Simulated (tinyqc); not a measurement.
# Surface potential of a MOS transistor: implicit equation and explicit approximations: effects of single changes

p-type body, charge-sheet picture, depletion and inversion only, full ionisation (an idealisation for deep acceptors), Boltzmann statistics (rough once Na exp(x - xn) passes about Nc/7). In units of Vt: xg = (Vg - Vfb)/Vt, x = psi/Vt, G = gamma/sqrt(Vt), xn = (2 phiF + Vc)/Vt. The implicit equation is (xg - x)^2 = G^2 [x - 1 + exp(x - xn)] for x above about 3. Cox = eps0 eox/tox.

Inputs (values chosen for the exercise); band and dielectric values close to those of silicon: temperature T = 350 K; band gap Eg = 1.14 eV; relative permittivity eps_r = 11.6; conduction-band density of states at T Nc = 3.5e19 cm^-3; valence-band density of states at T Nv = 3.36e19 cm^-3; relative permittivity of the gate insulator (close to silicon dioxide) eox = 3.9; insulator thickness tox = 1.4 nm; acceptor density Na = 2.7e17 cm^-3; flat-band voltage Vfb = -0.51 V; channel-body voltage Vc = 0.5 V; gate-body voltage Vg = 0.82 V.

Constants: q = 1.602176634e-19 C, kB = 1.380649e-23 J/K, Vt = kB T/q, eps0 = 8.8541878128e-14 F/cm where lengths are in cm. Results are converted to the units shown.

Each table varies one quantity; the others keep the values above.

## Accuracy of the approximations against gate voltage

ni = sqrt(Nc Nv) exp(-Eg/(2 Vt)), Eg in volts; phiF = Vt ln(Na/ni); gamma = sqrt(2 q eps0 eps_r Na)/Cox; VT = Vfb + Vt (xn + G sqrt(xn - 1)). Depletion value a = 1 + [sqrt(G^2/4 + xg - 1) - G/2]^2; inversion value b = xn + ln[(xg - xn)^2/G^2 - xn + 1] and first guess y = min(a, b) - ln(1 + exp(-|a - b|)) if a > xn + 1, else b = y = a; one second-order correction with D = exp(y - xn), p = 2 (xg - y) + G^2 (1 + D), w = (xg - y)^2 - G^2 (y - 1 + D): z = y + 2 w/(p + sqrt(p^2 - 2 (2 - G^2 D) w)), or the Newton step z = y + w/p where the root is not real. N_inv = (Cox Vt G/q) [sqrt(x - 1 + exp(x - xn)) - sqrt(x - 1)] at the root. Lambert form (Cox m Vt/q) W0[(G/(2 m sqrt(xn - 1))) exp((Vg - VT)/(m Vt))], m = 1 + G/(2 sqrt(xn - 1)). Errors under 1e-4 mV, and the linear form below VT, are printed as 0.

Results:
```
Vg (V)  psi (V)   x - xn  error of y (mV)  error of z (mV)  N_inv (cm^-2)  Cox (Vg - VT)/q (cm^-2)  Lambert form (cm^-2)
0.58     0.9727   -12.44                0                0        1.147e5                        0               9.207e4
0.78      1.161   -6.178          3.36e-3                0        5.472e7                        0               5.011e7
0.98      1.350  0.05714             1.59                0       2.571e10                 5.364e10              2.587e10
1.18      1.472    4.103             29.9             9.07       1.129e12                 3.133e12              1.221e12
1.58      1.542    6.447             19.6            -3.26       6.145e12                 9.291e12              6.557e12
1.78      1.561    7.054             16.1            -1.35       8.928e12                 1.237e13              9.457e12
1.98      1.575    7.523             13.7           -0.739       1.178e13                 1.545e13              1.240e13
2.18      1.586    7.906             12.0           -0.461       1.467e13                 1.853e13              1.538e13
```

Estimate the missing row, Vg = 1.38 V.

Computed row:
```
Vg (V)  psi (V)  x - xn  error of y (mV)  error of z (mV)  N_inv (cm^-2)  Cox (Vg - VT)/q (cm^-2)  Lambert form (cm^-2)
1.38      1.516   5.590             25.5             7.60       3.484e12                 6.212e12              3.751e12
```

With this row back in the table: psi rises from 0.973 to 1.59 V and ends 7.9 Vt above 2 phiF + Vc. Among the rows the first guess is off by at most 30 mV (at Vg = 1.18 V) and the corrected value by at most 9.1 mV. In the last row the linear form is 26 % above N_inv and the Lambert form 4.8 % above it; in the first row the Lambert form is 20 % below it. For Vg = 1.18, 1.38, 1.58, 1.78, 1.98, 2.18 the electron quasi-Fermi level lies less than 2 Vt below the band edge at the surface, or above it, where degeneracy and confinement, left out, matter.

## Effect of the channel-body voltage at fixed gate voltage

Same model as above.

Effect of the channel-body voltage at fixed gate voltage:
```
Vc (V)  psi (V)  x - xn  error of y (mV)  error of z (mV)  N_inv (cm^-2)  Cox (Vg - VT)/q (cm^-2)  Lambert form (cm^-2)
0         1.008   5.313             27.1             8.43       3.117e12                 5.741e12              3.413e12
0.2       1.154   3.508             24.3            -4.78       7.436e11                 2.468e12              8.091e11
0.4       1.199  -1.617            0.316                0        5.143e9                        0               5.042e9
0.6       1.199  -8.238          4.22e-4                0        6.860e6                        0               6.112e6
0.8       1.199  -14.87                0                0           9047                        0                  7282
1         1.199  -21.50                0                0          11.93                        0                 8.645
```

As Vc goes from 0 to 1, psi rises from 1.01 to 1.20 V, x - xn falls from 5.31 to -21.5 and N_inv falls from 3.12e12 to 11.9 cm^-2. The Lambert form lies between 0.725 and 1.09 times N_inv. psi follows Vc only while the surface is inverted; once x falls below xn it settles at the depletion value. For Vc = 0, 0.2 the electron quasi-Fermi level lies less than 2 Vt below the band edge at the surface, or above it, where degeneracy and confinement, left out, matter.

tinyqc, about 0.01 s, one thread, Intel Xeon 2.30GHz (shared host): `OMP_NUM_THREADS=1 python tinyqc.py 2122212 2122213 out.jsonl`
